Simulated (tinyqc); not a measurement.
Resonant-tunnelling diode, transfer matrices and Tsu-Esaki current: two steps of the calculation.

Emitter (band edge 0), barrier d1, well Lw, barrier d2, collector (edge -V). The bias drops linearly over these layers and none in the contacts; each layer is cut into ns equal slices, flat at the value of their centres. E is the energy of motion across the layers, C = hbar^2/(2 m0), psi and psi'/m are continuous. Transport is coherent, T(E) is taken as independent of the transverse momentum, and charge in the well is ignored.

Values chosen for this exercise; masses and offsets of a made-up heterostructure: mass in the well, spacer and contacts mw = 0.031 m0; barrier height U1 = 1.2 eV; barrier mass m1 = 0.12 m0; emitter barrier d1 = 1.4 nm; well width Lw = 4.2 nm; collector barrier d2 = 1.9 nm; slices in each layer ns = 1; bias of the collector V = 0.27 V; trial energy E = 0.07519 eV.

Constants: q = 1.602176634e-19 C, hbar = 1.054571817e-34 J s, m0 = 9.1093837015e-31 kg, hbar^2/(2 m0) = 0.0380998212 eV nm^2. Results are converted to the units shown.

Problem 1. Slices under bias. U = edge of the layer - V x/Lt at the centre x of each slice, Lt the summed thickness.

Give: U; m; width.

Solution 1.

```
slice   U (eV)  m (m0)  width (nm)
0       1.1748    0.12      1.4000
1      -0.1260   0.031      4.2000
2       0.9642    0.12      1.9000
```

Problem 2. Running product of the slice matrices at the trial energy. For the pair (psi, psi'/m) a flat layer has M = [[cos kd, (m/k) sin kd], [-(k/m) sin kd, cos kd]] with k = sqrt(m (E - U)/C) above its edge U, and M = [[cosh Kd, (m/K) sinh Kd], [(K/m) sinh Kd, cosh Kd]] with K = sqrt(m (U - E)/C) below it. Later slices stand to the left. With M acting on (psi, psi'/m) and v = k/m in each lead, T(E) = 4 vL vR/[(vL vR M12 - M21)^2 + (vR M11 + vL M22)^2]. vL = sqrt(mw E/C)/mw, vR = sqrt(mw (E + V)/C)/mw.

```
slice      U (eV)  m (m0)  width (nm)
0       1.1748000    0.12         1.4
1      -0.1260000   0.031         4.2
2       0.9642000    0.12         1.9
```

Give: Product after each layer; T(E).

Solution 2.

Product after each layer:
```
                M11   M12 (nm)  M21 (1/nm)       M22
barrier d1   6.8053    0.43405      104.39    6.8053
well         7.0605    0.46149     -101.47   -6.4905
barrier d2  -2.2964  -0.028274     -40.342  -0.93214
```

T(E) = 0.15537

Program tinyqc, `OMP_NUM_THREADS=1 python tinyqc.py 2600011 2600012 out.jsonl`; Intel Xeon 2.30GHz, shared host, one thread, about 0.08 s.
